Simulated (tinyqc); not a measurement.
What moves the results: four-band model of biased bilayer graphene near K. A value that a table varies takes the place of the one given here.

Basis A1, B1, A2, B2, with B1 below A2; p = kx + i ky, v_j = (sqrt3/2) a g_j. Diagonal -U/2, -U/2, U/2, U/2; <A1|B1> = <A2|B2> = v0 p*, <B1|A2> = g1, <A1|B2> = v3 p, <A1|A2> = <B1|B2> = -v4 p*.

Parameters, chosen for this exercise (near those used for Bernal bilayer graphene; shifted at random, so the results belong to these values and not to a real crystal): a = 2.46 angstrom (lattice constant); g0 = 2.87 eV (hopping in a layer); g1 = 0.383 eV (hopping of the dimer sites); g3 = 0.29 eV (skew hopping A1-B2); g4 = 0.05 eV (skew hopping A1-A2); U = 0.21 eV (potential difference of the layers); k = (-0.007, 0.016) 1/angstrom (wave vector from K).

## Gap against bias

Closed form for g3 = g4 = 0: gap U g1/sqrt(U^2 + g1^2), ring radius as (U/2 v0) sqrt((2 g1^2 + U^2)/(g1^2 + U^2)). Last column: lowest band 3 less highest band 2 of the full matrix on a polar grid, |k| = 0 to 0.08 in steps of 0.001 1/angstrom, angles 0, 15, 30, 45, 60 degrees.

Gap:

| U (eV) | gap (eV) | kg (1/angstrom) | gap/U | gap on the grid (eV) |
|---|---|---|---|---|
| 0.02 | 0.0200 | 0.0023 | 0.999 | 0.0195 |
| 0.05 | 0.0496 | 0.0058 | 0.992 | 0.0480 |
| 0.10 | 0.0968 | 0.0114 | 0.968 | 0.0922 |
| 0.15 | 0.1397 | 0.0168 | 0.931 | 0.1313 |
| 0.20 | 0.1773 | 0.0219 | 0.886 | 0.1647 |
| 0.30 | 0.2362 | 0.0312 | 0.787 | 0.2157 |
| 0.40 | 0.2766 | 0.0398 | 0.692 | 0.2493 |
| 0.60 | 0.3228 | 0.0557 | 0.538 | 0.2845 |

The gap follows U while U << g1 (ratio 0.992 at 0.05 eV) and bends towards g1 = 0.383 eV, reaching 0.323 eV at 0.6. The skew hoppings change it by -4.6 meV at U = 0.1 and -27.3 meV at 0.4 eV. U is the screened difference, smaller than the applied field times the layer distance.

## From parabola to cone

U = 0, along kx. Parabola: v0^2 k^2/g1. Hyperbola: sqrt(g1^2/4 + v0^2 k^2) - g1/2. Then bands 3 and 2 of the full matrix for +kx and band 3 for -kx.

Energies (eV):

| k (1/angstrom) | parabola | hyperbola | band 3, +kx | band 2, +kx | band 3, -kx |
|---|---|---|---|---|---|
| 0.002 | 0.0004 | 0.0004 | 0.0009 | -0.0008 | 0.0016 |
| 0.005 | 0.0024 | 0.0024 | 0.0007 | -0.0006 | 0.0056 |
| 0.010 | 0.0098 | 0.0095 | 0.0038 | -0.0032 | 0.0159 |
| 0.020 | 0.0390 | 0.0357 | 0.0255 | -0.0232 | 0.0483 |
| 0.030 | 0.0878 | 0.0737 | 0.0601 | -0.0555 | 0.0919 |
| 0.050 | 0.2440 | 0.1692 | 0.1505 | -0.1412 | 0.1975 |
| 0.080 | 0.6247 | 0.3338 | 0.3087 | -0.2925 | 0.3758 |
| 0.120 | 1.4056 | 0.5668 | 0.5337 | -0.5087 | 0.6263 |

The parabola is 2 % above the hyperbola at 0.01 and a factor 2.48 at 0.12 1/angstrom, where the slope nears v0. g3 makes +kx and -kx differ, by 31.8 meV at 0.03, and g4 makes electrons and holes differ, |band 3| - |band 2| = +4.5 meV there. Without bias the bands touch in four small cones, one at K and three at k = g1 v3/v0^2 = 0.0063 1/angstrom from it; their pockets join near g1 (g3/g0)^2/4 = 1.0 meV.

## What each parameter does

The four levels at k. Each row changes one parameter from the base and keeps the others.

Results:

| case | band 1 (eV) | band 2 (eV) | band 3 (eV) | band 4 (eV) |
|---|---|---|---|---|
| base | -0.4289 | -0.0910 | 0.0928 | 0.4272 |
| g0 = 3.014 eV | -0.4319 | -0.0901 | 0.0920 | 0.4300 |
| g1 = 0.4213 eV | -0.4631 | -0.0930 | 0.0947 | 0.4614 |
| g3 = 0.39 eV | -0.4292 | -0.0905 | 0.0923 | 0.4274 |
| g4 = 0.1 eV | -0.4299 | -0.0901 | 0.0937 | 0.4263 |
| U = 0.26 eV | -0.4375 | -0.1122 | 0.1140 | 0.4357 |

The largest shifts from the base row, up to three for each result and ties (the steps differ in size, so this ranks the rows, not the parameters). band 1 (eV): g1 -0.0341, U -0.0085, g0 -0.0029. band 2 (eV): U -0.0213, g1 -0.0020, g4 +0.0009, g0 +0.0009. band 3 (eV): U +0.0212, g1 +0.0019, g4 +0.0009. band 4 (eV): g1 +0.0343, U +0.0086, g0 +0.0029. Only g4 breaks the mirror symmetry between the upper and lower bands.

Program tinyqc; command `OMP_NUM_THREADS=1 python tinyqc.py 1451381 1451382 out.jsonl`; about 0.03 s on one thread of a shared Intel(R) Xeon(R) Processor @ 2.30GHz.
